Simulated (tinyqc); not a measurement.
What each parameter does: defect-molecule model of a vacancy with Jahn-Teller distortion.

Four dangling hybrids a, b, c, d point into the vacancy: H_ii = E0, and -gm between any two. A tetragonal distortion Q pairs a with b and c with d: those two couplings become -gm - I Q and the other four -gm + I Q/2, at an elastic cost k Q^2/2. The a1 level holds two electrons; charge states 2+, + and 0 put n = 0, 1, 2 more into the lowest level of t2 origin. Energy from the 2+ state at Q = 0, with the Fermi level mu counted from Ev: W_n(Q) = n (et - 2 I Q) + k Q^2/2 + Uc n (n - 1)/2 - n mu. et = E0 + gm is the undistorted t2 level.

Parameters, chosen for this exercise (of the size used for the vacancy in silicon; not measured data): E0 = -0.12 eV (level of a dangling hybrid, from Ev); gm = 0.39 eV (coupling between two dangling hybrids); I = 0.99 eV/angstrom (Jahn-Teller coupling); k = 15.2 eV/angstrom^2 (force constant of the mode); Uc = 0.19 eV (repulsion of two electrons in one orbital).

E_JT = 2 I^2/k, E(2+/+) = et - E_JT, E(+/0) = et - 3 E_JT + Uc, U_eff = E(+/0) - E(2+/+); a1 level E0 - 3 gm.

Results for these values:

| case | (2+/+) (eV) | (+/0) (eV) | U_eff (eV) | a1 (eV) |
|---|---|---|---|---|
| base | 0.1410 | 0.0731 | -0.0679 | -1.2900 |

What happens to each result for k = 16.72 eV/angstrom^2, all else kept?

Answer: (2+/+) rises from 0.1410 to 0.1528; (+/0) rises from 0.0731 to 0.1083; U_eff rises from -0.0679 to -0.0445; a1 does not change at the printed digits.

The same for each parameter in turn:

| case | (2+/+) (eV) | (+/0) (eV) | U_eff (eV) | a1 (eV) |
|---|---|---|---|---|
| base | 0.1410 | 0.0731 | -0.0679 | -1.2900 |
| E0 = -0.07 eV | 0.1910 | 0.1231 | -0.0679 | -1.2400 |
| gm = 0.43 eV | 0.1810 | 0.1131 | -0.0679 | -1.4100 |
| I = 1.089 eV/angstrom | 0.1140 | -0.0081 | -0.1221 | -1.2900 |
| k = 16.72 eV/angstrom^2 | 0.1528 | 0.1083 | -0.0445 | -1.2900 |
| Uc = 0.25 eV | 0.1410 | 0.1331 | -0.0079 | -1.2900 |

E0 and gm move both levels alike, so U_eff depends on I, k and Uc alone.

Computed by tinyqc, a small Python program: `OMP_NUM_THREADS=1 python tinyqc.py 1452621 1452622 out.jsonl` (the numbers bound the seed that draws the inputs); one thread of a shared host (Intel(R) Xeon(R) Processor @ 2.30GHz), about 0.01 s for the whole set of steps.
